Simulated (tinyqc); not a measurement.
Inputs raised by 5 %, one at a time: phonon transmission through an interface between two chains by Green functions. Computed by tinyqc, a small Python program. Command: `OMP_NUM_THREADS=1 python tinyqc.py 3031899 3031900 out.jsonl agf sens`. One thread of a shared host (Intel(R) Xeon(R) Processor @ 2.30GHz), about 0.05 s of CPU time with the checks.

Two semi-infinite chains (masses m_1, m_2; springs k_1, k_2), motion along the chain. The central region holds the end atom of each chain and three interlayer atoms of mass m_b, joined by springs k_b. lambda = omega^2 in eV/(angstrom^2 u); nu = 15.6333042 THz x sqrt(lambda).

Inputs (values chosen for the exercise, for two model chains):
```
quantity                          value           unit
mass m_1                           30.8              u
spring k_1                         8.32  eV/angstrom^2
mass m_2                           26.3              u
spring k_2                           13  eV/angstrom^2
junction spring k_b                11.1  eV/angstrom^2
interlayer mass m_b                21.6              u
probe frequency / lower band top   0.95              -
temperature T                       300              K
```

Atoms in the interlayer: three.

Constants: nu for 1 eV/(angstrom^2 u) = 15.6333042 THz; h x 1 THz = 4.135667696 meV; k_B = 8.617333262e-05 eV/K; k_B = 1.380649e-23 J/K; h = 6.62607015e-34 J s.

Method:
- nu_max = 15.6333042 THz x 2 sqrt(k/m); impedance Z = sqrt(k m); long-wave transmission 4 Z_1 Z_2/(Z_1 + Z_2)^2; the probe frequency is the given share of the lower band top.
- In chain i, sin(q_i a/2) = nu/nu_max,i. An outgoing wave makes the next atom move as exp(i q_i a) times the end atom, so the lead adds the self-energy Sigma_i = -k_i exp(i q_i a) to the force-constant matrix; Gamma_i = -2 Im Sigma_i = 2 k_i sin(q_i a).
- A = lambda M - K - Sigma over the central atoms, with K_ii the sum of the springs at i, K_(i,i+1) = -k_b; G = inverse of A; transmission = Gamma_1 Gamma_2 |G_(first,last)|^2.
- Landauer conductance G = k_B int tau(nu) x^2 e^x/(e^x - 1)^2 d nu, x = h nu/(k_B T), from 0 to the lower band top (240 Gauss-Legendre points in s from 0 to 1, nu = nu_top sin(pi s/2)); tau is the transmission, and its thermal mean is G over the value for tau = 1 in the same window; the quantum is g_0 = pi^2 k_B^2 T/(3 h).

Runs:
```
input moved                          from      to  conductance G (pW/K)  thermal mean of the transmission  long-wave transmission  transmission
base run                                -       -                 181.2                            0.9568                  0.9948        0.7006
mass m_1 (u)                         30.8   32.34                 177.8                            0.9551                  0.9964        0.6966
spring k_1 (eV/angstrom^2)           8.32   8.736                 184.3                            0.9569                  0.9964        0.7067
mass m_2 (u)                         26.3  27.615                 180.7                            0.9540                  0.9929        0.6871
spring k_2 (eV/angstrom^2)             13   13.65                 180.6                            0.9535                  0.9929        0.6872
junction spring k_b (eV/angstrom^2)  11.1  11.655                 181.8                            0.9601                  0.9948        0.7204
interlayer mass m_b (u)              21.6   22.68                 181.9                            0.9606                  0.9948        0.7239
temperature T (K)                     300     315                 183.7                            0.9559                  0.9948        0.7006
```

Exponents ln(y'/y) / ln(x'/x):
```
input                conductance G  thermal mean of the transmission  long-wave transmission  transmission
mass m_1                    -0.387                            -0.037                   0.033        -0.117
spring k_1                   0.346                             0.002                   0.033         0.179
mass m_2                    -0.059                            -0.059                  -0.039        -0.399
spring k_2                  -0.071                            -0.071                  -0.039        -0.394
junction spring k_b          0.071                             0.071                   0.000         0.572
interlayer mass m_b          0.081                             0.081                   0.000         0.672
temperature T                0.275                            -0.019                   0.000         0.000
```

Which inputs matter most for each result?

Among the inputs moved here: conductance G answers most in size to mass m_1 (exponent -0.387), next to spring k_1 (+0.346). Thermal mean of the transmission answers most in size to interlayer mass m_b (exponent +0.081), next to spring k_2 (-0.071). Long-wave transmission answers most in size to spring k_2 (exponent -0.039), and about equally to mass m_2 (-0.039); its exponent is below 0.0005 for junction spring k_b, interlayer mass m_b, temperature T. Its exponent 0.000 in junction spring k_b: long waves do not see the junction. Transmission answers most in size to interlayer mass m_b (exponent +0.672), next to junction spring k_b (+0.572); its exponent is below 0.0005 for temperature T.
